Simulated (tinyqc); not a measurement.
Implant damage, amorphisation by cascade overlap, and solid-phase epitaxial regrowth. Inputs raised by 10 %, one at a time. Computed by tinyqc, a small Python program. Command: `OMP_NUM_THREADS=1 python tinyqc.py 3113084 3113085 out.jsonl sper sens`. One thread of a shared host (Intel(R) Xeon(R) Processor @ 2.30GHz), about 0.01 s of CPU time with the checks.

Range and width of the damage are inputs. Dynamic annealing enters only through the surviving share f.

Inputs (values chosen for the exercise, modelled on phosphorus ions in silicon):
```
quantity                           value    unit
atomic density N                    49.9  1/nm^3
ion Z1                                15       -
ion mass M1                           31       u
target Z2                             14       -
target mass M2                     28.09       u
ion energy E                          20     keV
displacement energy E_d               13      eV
depth of the damage peak R_d          17      nm
width of the damage profile s_d      9.7      nm
share of defects that survive f     0.59       -
critical displaced share x_c        0.11       -
dose Q                           4.4e+15  1/cm^2
regrowth prefactor v0            3.8e+15    nm/s
regrowth energy E_a                 2.71      eV
anneal temperature                   602       C
rate relative to (100)              0.33       -
peak enhancement by the dopant       6.1       -
ramp rate                            1.1     K/s
```

Constants: a_0 = 0.529177210903 angstrom; e^2/(4 pi eps_0) = 14.39964548 eV angstrom; k_B = 8.617333262e-05 eV/K.

Method:
- Robinson partition: eps = E a M2/(Z1 Z2 (e^2/(4 pi eps_0)) (M1 + M2)), a = 0.8853 a_0/sqrt(Z1^(2/3) + Z2^(2/3)); k = 0.0793 Z1^(2/3) Z2^(1/2) (M1 + M2)^(3/2)/((Z1^(2/3) + Z2^(2/3))^(3/4) M1^(3/2) M2^(1/2)); damage energy T_d = E/(1 + k (eps + 0.40244 eps^(3/4) + 3.4008 eps^(1/6))); displacements nu = 0.8 T_d/(2 E_d).
- Displaced share x(z) = f nu Q exp(-(z - R_d)^2/(2 s_d^2))/(sqrt(2 pi) s_d N); the layer is amorphous where x > x_c, between R_d -/+ s_d sqrt(2 ln(x_max/x_c)), the upper edge being cut at the surface. Threshold dose Q_c = Q x_c/x_max.
- v = v0 x orientation factor x exp(-E_a/(k_B T)) x [1 + (enhancement - 1) exp(-(z - R_d)^2/(2 s_d^2))], T = anneal temperature + 273.15 K; the dopant is taken to follow the damage profile; the lower front moves from the lower edge z2 to the surface, or to the middle (z1 + z2)/2 of a buried layer with upper edge z1; time = int dz/v; the equivalent undoped distance is that time times the undoped velocity.
- On a linear ramp from 200 C regrowth ends at the T_f where int v_undoped dT/(ramp rate) equals the equivalent undoped distance.

Runs; columns: (1) input moved; (2) from; (3) to; (4) threshold dose Q_c (1/cm^2); (5) lower edge (nm); (6) time with enhancement (s); (7) temperature at which regrowth ends (C):
```
(1)                                    (2)    (3)         (4)     (5)     (6)     (7)
base run                                 -      -  5.5231e+13  45.702  55.905  625.20
ion energy E (keV)                      20     22  5.0704e+13  45.981  56.751  625.57
depth of the damage peak R_d (nm)       17   18.7  5.5231e+13  47.402  58.731  626.40
width of the damage profile s_d (nm)   9.7  10.67  6.0754e+13  48.227  58.026  626.11
share of defects that survive f       0.59  0.649  5.0210e+13  46.013  56.848  625.61
critical displaced share x_c          0.11  0.121  6.0754e+13  45.388  54.957  624.79
peak enhancement by the dopant         6.1   6.71  5.5231e+13  45.702  52.960  623.89
```

Exponents ln(y'/y) / ln(x'/x):
```
input                            threshold dose Q_c  lower edge  time with enhancement  temperature at which regrowth ends
ion energy E                                 -0.897       0.064                  0.158                               0.006
depth of the damage peak R_d                  0.000       0.383                  0.518                               0.020
width of the damage profile s_d               1.000       0.564                  0.391                               0.015
share of defects that survive f              -1.000       0.071                  0.176                               0.007
critical displaced share x_c                  1.000      -0.072                 -0.179                              -0.007
peak enhancement by the dopant                0.000       0.000                 -0.568                              -0.022
```

Among the inputs moved here: threshold dose Q_c answers most in size to share of defects that survive f (exponent -1.000), and about equally to width of the damage profile s_d (+1.000), critical displaced share x_c (+1.000); its exponent is below 0.0005 for depth of the damage peak R_d, peak enhancement by the dopant. Its exponent +1.000 in width of the damage profile s_d: the same damage spread over more depth. Lower edge answers most in size to width of the damage profile s_d (exponent +0.564), next to depth of the damage peak R_d (+0.383); its exponent is below 0.0005 for peak enhancement by the dopant. Time with enhancement answers most in size to peak enhancement by the dopant (exponent -0.568), next to depth of the damage peak R_d (+0.518). Temperature at which regrowth ends answers most in size to peak enhancement by the dopant (exponent -0.022), next to depth of the damage peak R_d (+0.020).

Extremes, crossings and ranges named in words are read from the listed rows.
